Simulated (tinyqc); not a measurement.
# Polytypes and stacking faults of a tetrahedral semiconductor in an axial Ising model with couplings up to third neighbours, step by step

A worked calculation. Computed by tinyqc, a small Python program that keeps every step. Command: `OMP_NUM_THREADS=1 python tinyqc.py 3016713 3016714 out.jsonl polytype walk`. One thread of a shared host (Intel(R) Xeon(R) Processor @ 2.30GHz), about 0.01 s of CPU time with the checks. Intermediate numbers are printed to about 5 digits and carried at full precision; extremes and crossings named in words are read from the listed rows.

Each double layer has s = +1 or -1 for the sense of its stacking step; E per pair of atoms = E0 - sum_n J_n <s_i s_(i+n)>, n = 1, 2, 3. Hexagonality h = (1 - <s_i s_(i+1)>)/2.

Inputs (values chosen for the exercise, for a model crystal):

| quantity | value | unit |
|---|---|---|
| J1 | 1.66 | meV/pair |
| J2 | -0.046 | meV/pair |
| J3 | 0.05 | meV/pair |
| basal lattice constant a | 3.82 | angstrom |
| shear modulus G | 32.1 | GPa |
| Poisson ratio nu | 0.24 | - |
| gap of 3C | 3.72 | eV |
| gap of 4H | 3.8 | eV |
| binding energy of the fault level E_b | 0.12 | eV |
| in-plane mass m | 0.34 | m0 |
| effective density of states N_c at 300 K | 1e+19 | 1/cm^3 |
| electron density n | 6.7e+18 | 1/cm^3 |
| temperature T | 1300 | K |

Host polytype: 3C.

Constants: 1 eV/angstrom^2 = 16.02176634 J/m^2; m_0 = 9.1093837015e-31 kg; hbar = 1.054571817e-34 J s; k_B = 1.380649e-23 J/K; k_B = 8.617333262e-05 eV/K.

## Energies of the polytypes

correlations of the repeat units 3C (+), 2H (+-), 4H (++--), 6H (+++---), 15R (+++--), 8H (++++----), 21R (++++---), 9R (++-):
```
       n = 1    n = 2    n = 3
3C    1.0000   1.0000   1.0000
2H   -1.0000   1.0000  -1.0000
4H    0.0000  -1.0000   0.0000
6H    0.3333  -0.3333  -1.0000
15R   0.2000  -0.6000  -0.6000
8H    0.5000   0.0000  -0.5000
21R   0.4286  -0.1429  -0.7143
9R   -0.3333  -0.3333   1.0000
```

E - E(3C) = sum_n J_n (1 - C_n), C_n = <s_i s_(i+n)>. The gap is taken linear in h between 3C (h = 0) and 4H (h = 1/2), a rough rule, with a dash beyond.

Polytypes:

| polytype | h | E - E(3C) (meV/pair) | gap by the linear rule (eV) |
|---|---|---|---|
| 3C | 0.0000 | 0.0000 | 3.7200 |
| 2H | 1.0000 | 3.4200 | - |
| 4H | 0.5000 | 1.6180 | 3.8000 |
| 6H | 0.3333 | 1.1453 | 3.7733 |
| 15R | 0.4000 | 1.3344 | 3.7840 |
| 8H | 0.2500 | 0.8590 | 3.7600 |
| 21R | 0.2857 | 0.9817 | 3.7657 |
| 9R | 0.6667 | 2.1520 | - |

E(2H) - E(3C) = 3.42 meV/pair

E(4H) - E(3C) = 1.618 meV/pair

E(6H) - E(3C) = 1.1453 meV/pair

The lowest is 3C, 0.859 meV/pair below 8H. J1/|J2| = 36.09: for J3 = 0 and J2 < 0 the ground state is 2H below -2, 4H between -2 and 2, and 3C above 2; at 2 itself all periods with bands of two or more layers are degenerate. Four or more polytypes lie within 1.5 meV/pair, so small a spread that growth kinetics and seeds can decide.

## Back from three energies to J1, J2, J3

With d2, d4, d6 the energies of 2H, 4H, 6H over 3C: d2 = 2 J1 + 2 J3, d4 = J1 + 2 J2 + J3, d6 = (2/3) J1 + (4/3) J2 + 2 J3, so J2 = (d4 - d2/2)/2, J3 = (3/4)(d6 - (2/3) d4), J1 = d2/2 - J3.

J1 recovered = 1.66 meV/pair

J2 recovered = -0.046 meV/pair

J3 recovered = 0.050000 meV/pair

## Stacking-fault energies

fault coefficients k_n:
```
               J1  J2  J3
intrinsic       4   4   4
extrinsic       4   8   8
twin boundary   2   4   6
```

Faults in 3C: the sequences intrinsic (-), extrinsic (--), twin boundary (+ turns to -) are put between perfect repeats; k_n = (layers x C_n of the host) - sum_i s_i s_(i+n). gamma = sum k_n J_n/A, A = (sqrt 3/2) a^2; 1 meV/angstrom^2 = 16.02177 mJ/m^2.

gamma (mJ/m^2): intrinsic 8.4385, extrinsic 8.4588, twin boundary 4.3562

energy of the glide fault, intrinsic = 8.4385 mJ/m^2

The cheapest is the twin boundary fault.

## Splitting of a basal screw dislocation

Screw line, bounded by the intrinsic fault of energy gamma: b = a, partials b_p = a/sqrt 3; d = G b_p^2 (2 - 3 nu)/(8 pi gamma (1 - nu)). One partial is driven off by the shear stress gamma/b_p along its Burgers vector.

splitting width d = 12.399 nm

stress to open the fault = 38.262 MPa

## Electronic energy gained by the fault

The fault binds electrons in a two-dimensional band E_b below the conduction edge, g2 = m m0/(pi hbar^2) for one valley. With the Fermi level held by the bulk, eta = ln[n/N_c(T)], N_c(T) = N_c (T/300)^1.5, the grand potential falls by g2 (k_B T)^2 F1(x), x = eta + E_b/(k_B T), F1(x) = integral from 0 to infinity of ln(1 + exp(x - t)) dt; sheet density g2 k_B T ln(1 + e^x). Band bending by the trapped charge is left out, so the gain is an upper bound. Net fault energy = gamma of the intrinsic fault less the electronic gain.

x = -1.5288

sheet density = 3.1220e+12 1/cm^2

electronic gain = 0.58845 mJ/m^2

net fault energy = 7.8501 mJ/m^2

The gain offsets 7.0 % of the fault energy.

## Gain against electron density

The formulas are those given above.

At T:

| n (1/cm^3) | x | sheet density (1/cm^2) | gain (mJ/m^2) | gain/gamma | gain/gamma at T + 200 K |
|---|---|---|---|---|---|
| 1.00e+14 | -12.641 | 5.1484e+07 | 9.2405e-06 | 1.0950e-06 | 1.0197e-06 |
| 1.00e+15 | -10.339 | 5.1483e+08 | 9.2404e-05 | 1.0950e-05 | 1.0197e-05 |
| 1.00e+16 | -8.036 | 5.1475e+09 | 9.2398e-04 | 1.0950e-04 | 1.0197e-04 |
| 1.00e+17 | -5.733 | 5.1401e+10 | 9.2330e-03 | 1.0942e-03 | 1.0191e-03 |
| 1.00e+18 | -3.431 | 5.0668e+11 | 9.1668e-02 | 1.0863e-02 | 1.0140e-02 |
| 5.00e+18 | -1.821 | 2.3860e+12 | 4.4457e-01 | 5.2684e-02 | 4.9611e-02 |
| 2.00e+19 | -0.435 | 7.9403e+12 | 1.6128e+00 | 1.9112e-01 | 1.8459e-01 |

For x well below 0 the gain is k_B T times the sheet density and linear in n; for x well above 0 the well fills and the gain grows only about as x^2. It stays below the fault energy in all rows; 200 K more changes it by a factor 0.93 at 1e16.

Checks made by the program: the recovered constants (relative difference below 1e-10).
